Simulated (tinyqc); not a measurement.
Inside a calculation. Model: trench capacitor in an array: capacitance, non-linearity, leakage and relaxation.

tinyqc, about 0.01 s, one thread, Intel Xeon 2.30GHz (shared host): `OMP_NUM_THREADS=1 python tinyqc.py 2102127 2102128 out.jsonl` Printed values are rounded.

A film between two metal electrodes, each interface adding a series capacitance ci. The small-signal permittivity is ek (1 + aq E^2); the field is found with the linear permittivity. Leakage J = J0 sinh(E/Ef). After a voltage step the film passes a relaxation current kr C V tt^(-nr), tt being the time in seconds. The sidewall is a coaxial capacitor with radii a = dm/2 - t and b = dm/2, depth AR dm; the end face is left out.

Inputs (values chosen for the exercise); permittivity of the order of that of zirconium oxide: relative permittivity of the film ek = 36.7; film thickness t = 6 nm; capacitance of each electrode interface (dead layer and screening) ci = 250 uF/cm^2; quadratic field coefficient of the permittivity aq = 0.016 cm^2/MV^2; bias V = 2 V; leakage prefactor J0 = 2.1e-11 A/cm^2; field for an e-fold rise of the leakage Ef = 0.24 MV/cm; diameter of the hole dm = 33 nm; aspect ratio, depth over diameter AR = 10; pitch of the square array pt = 56 nm; resistivity of the inner electrode rho = 200 uohm cm.

Constants: eps0 = 8.8541878128e-14 F/cm where lengths are in cm. Results are converted to the units shown.

Range of the model: The field exceeds about 2.3 MV/cm, a sizeable part of the breakdown field expected for this permittivity.

## Planar capacitance, field and non-linearity

Planar film: Cf = eps0 ek/t, 1/C = 1/Cf + 2/ci, EOT = 3.9 eps0/C, effective permittivity C t/eps0, E = (V/t) C/Cf; quadratic coefficient [C(V)/C - 1]/V^2 with Cf (1 + aq E^2) in C(V).

Cf = 5.415812 uF/cm^2
C = 5.190908 uF/cm^2
EOT = 0.6652272 nm
effective permittivity = 35.17595
E = 3.194909 MV/cm
quadratic coefficient = 38870.60 ppm/V^2
J = 6.347024e-6 A/cm^2

The interfaces take 4.15 % of the voltage.

## Cell capacitance, fields and time constant

Per length 1/c = ln(b/a)/(2 pi eps0 ek) + (1/a + 1/b)/(2 pi ci); cell capacitance c AR dm; per footprint over pt^2; fields c V/(2 pi eps0 ek r) at r = a and b; resistance of the inner electrode rho AR dm/(pi a^2); time constant R C/3 of the distributed line.

a = 10.5 nm
b = 16.5 nm
cell capacitance = 1.426738 fF
capacitance per footprint = 45.49548 uF/cm^2
field at a = 4.033447 MV/cm
field at b = 2.566739 MV/cm
R = 1.905529 kohm
R C/3 = 0.9062302 ps

The array gives 8.76 times the planar capacitance per footprint; curvature makes the field at the inner electrode 1.26 times the planar value.
